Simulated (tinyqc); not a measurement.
# Stress from a rosette of three resistors

Problem. In the (001) plane dR/R(0) = p11 sxx + p12 syy, dR/R(90) = p12 sxx + p11 syy and dR/R(45) = (p11 + p12)(sxx + syy)/2 + p44 sxy. Find the three stresses.

Inputs (values chosen for the exercise):
- p11 = -101 x 1e-11/Pa (piezoresistive coefficient)
- p12 = 56.8 x 1e-11/Pa (piezoresistive coefficient)
- p44 = -12.8 x 1e-11/Pa (piezoresistive coefficient)

dR/R at 0, 45 and 90 degrees (%): [24.307200, 0.1621, -26.031000]

Solution. The first and third give sxx and syy; the 45-degree value less their mean is p44 sxy.

sxx = -140.0 MPa
syy = 179.0 MPa
sxy = -80.00 MPa

Computed by the program tinyqc: `OMP_NUM_THREADS=1 python tinyqc.py 2530059 2530060 out.jsonl`, one thread of a shared Intel Xeon 2.30GHz, about 0.01 s for the whole run.
